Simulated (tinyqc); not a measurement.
# Hot electrons in a saturated n-channel MOSFET, lucky-electron model: effect of the oxide thickness

Beyond pinch-off the lateral field grows as Esat cosh(y/l) over the velocity-saturated region (pseudo-two-dimensional model). Impact ionisation in this region gives the substrate current, which biases the body forward through Rsub. Currents are per width. Local-field laws: they overstate ionisation when the field peak is narrower than an energy relaxation length.

Cox = 3.9 eps0/tox, l = sqrt(3 tox xj), Esat = 2 vs/mu. Overdrive g = Vg - VT + kb Vb; Vdsat = g Esat L/(g + Esat L); Id = Cox vs (g - Vdsat); dV = Vd - Id Rd - Vdsat; Em = sqrt((dV/l)^2 + Esat^2); Isub = Id (Ai/Bi) l Em exp(-Bi/Em). Vb = Rsub Isub is solved self-consistently. Lifetime tau = (Hl/Id)(Isub/Id)^(-m); 1 year = 3.15576e7 s.

Values chosen for this exercise; values close to those of silicon n-channel devices:
- L = 0.8 um (channel length)
- xj = 300 nm (junction depth)
- VT = 0.58 V (threshold)
- mu = 260 cm^2/(V s) (effective mobility)
- vs = 7.3e6 cm/s (saturation velocity)
- Ai = 2e6 1/cm (ionisation prefactor)
- Bi = 1.73 MV/cm (ionisation field)
- Rd = 0 ohm um (resistance of the lightly doped drain)
- Rsub = 13000 ohm um (substrate resistance)
- kb = 0.43 (fall of VT per volt of forward body bias)
- m = 2.7 (lifetime exponent)
- Hl = 11000 s uA/um (lifetime constant)
- Vd = 3.6 V (drain voltage)
- Vg = 1.5 V (gate voltage)

Constants: eps0 = 8.8541878128e-14 F/cm where lengths are in cm. Results are converted to the units shown.

Result of one run:
```
Id (uA/um),Em (MV/cm),Isub (uA/um),Isub/Id,tau (years)
23.20,0.2361,0.05143,0.002217,220.5
```

Which oxide thickness tox gave this result: 11, 17, 21 or 26 nm?

tox = 17 nm.

The whole series:
```
tox (nm),Id (uA/um),Em (MV/cm),Isub (uA/um),Isub/Id,tau (years)
11,35.96,0.2904,0.3110,0.008647,3.605
14,28.20,0.2588,0.1184,0.004199,32.33
17,23.20,0.2361,0.05143,0.002217,220.5
21,18.78,0.2138,0.01954,0.001041,2098
26,15.16,0.1937,0.006878,4.536e-4,2.446e4
32,12.32,0.1763,0.002335,1.895e-4,3.176e5
40,9.855,0.1597,6.810e-4,6.910e-5,6.054e6
```

As tox goes from 11 to 40 nm, Em falls from 0.290 to 0.160 MV/cm, Isub falls from 0.311 to 6.81e-4 uA/um and tau rises from 3.61 to 6.05e6 years. From the first row to the last, log10(tau) changes by 6.2: 5.7 from (Isub/Id)^(-m), which holds Em and l, and 0.56 from 1/Id. For tox = 21 to 40 nm tau is a far extrapolation that only says that hot carriers are no limit.

Computed by the program tinyqc: `OMP_NUM_THREADS=1 python tinyqc.py 2550106 2550107 out.jsonl`, one thread of a shared Intel Xeon 2.30GHz, about 0.01 s for the whole run.
